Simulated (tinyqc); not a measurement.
# Front-illuminated p-i-n photodiode, quantum efficiency and bandwidth, step by step

Numbers from tinyqc (`OMP_NUM_THREADS=1 python tinyqc.py 2250045 2250046 out.jsonl`; about 0.01 s on one thread of a shared Intel Xeon 2.30GHz). Printed values are rounded.

Light enters through a p layer (0 to xp), a depleted layer (xp to xp + wi) and a thick n substrate, decaying as exp(-al x); one pass, no back reflection. Carriers made in the depleted layer are all collected; those in the neutral layers diffuse.

Inputs (values chosen for the exercise); values close to those of silicon at this wavelength: wavelength lam = 1000 nm; absorption coefficient al = 62.7 1/cm; reflectance of the front face Rf = 0.1; relative permittivity eps_r = 11.2; thickness of the front p layer xp = 0.81 um; thickness of the depleted layer wi = 60 um; electron diffusion coefficient in the p layer Dn = 11 cm^2/s; electron diffusion length in the p layer Ln = 0.35 um; recombination velocity of the front surface S = 90000 cm/s; hole diffusion length in the thick n substrate Lp = 0.93 um; electron drift velocity ve = 9.88e6 cm/s; hole drift velocity vh = 6.78e6 cm/s; diameter dia = 14 um; load resistance RL = 50 ohm; parasitic capacitance Cp = 8 fF; modulation frequency f = 0.48 GHz.

Constants: q = 1.602176634e-19 C, h = 6.62607015e-34 J s, c = 299792458 m/s, eps0 = 8.8541878128e-14 F/cm where lengths are in cm. Results are converted to the units shown.

## Quantum efficiency

k = al Ln, s = S Ln/Dn, e = exp(-al xp); front layer f1 = (k/(k^2 - 1)) {[s + k - e (s cosh(xp/Ln) + sinh(xp/Ln))]/[s sinh(xp/Ln) + cosh(xp/Ln)] - k e}; depleted layer f2 = e (1 - exp(-al wi)); substrate f3 = e exp(-al wi) al Lp/(1 + al Lp); external efficiency (1 - Rf)(f1 + f2 + f3); responsivity = efficiency q lam/(h c).

s = 0.2863636
f1 = 0.002067862
f2 = 0.3119467
f3 = 0.003959480
external efficiency = 0.2861766
responsivity = 0.2308170 A/W

The front layer absorbs 0.507 % of the light that enters and collects 40.8 % of that. Diffusion from the neutral layers makes up 1.90 % of the current.

## Response at one frequency

Drift response for pairs made in the depleted layer, a = al wi, g = 1 - exp(-a), u = 2 pi i f, te = wi/ve, th = wi/vh: electrons He = [g - a (exp(-a) - exp(-u te))/(u te - a)]/(u te g), holes Hh = [g - a (1 - exp(-a - u th))/(a + u th)]/(u th g); C = eps0 eps_r pi (dia/2)^2/wi + Cp; total |He + Hh|/sqrt(1 + (2 pi f RL C)^2), for the current of the depleted layer alone.

te = 607.2874 ps
th = 884.9558 ps
He = 0.3921883-0.2809498i
Hh = 0.2588319-0.2855565i
|He + Hh| = 0.8629928
C = 8.254426 fF
total response = 0.8629921

The drift response alone falls to 1/sqrt(2) at 0.739 GHz and the RC term alone at 386 GHz; together they give 0.739 GHz.
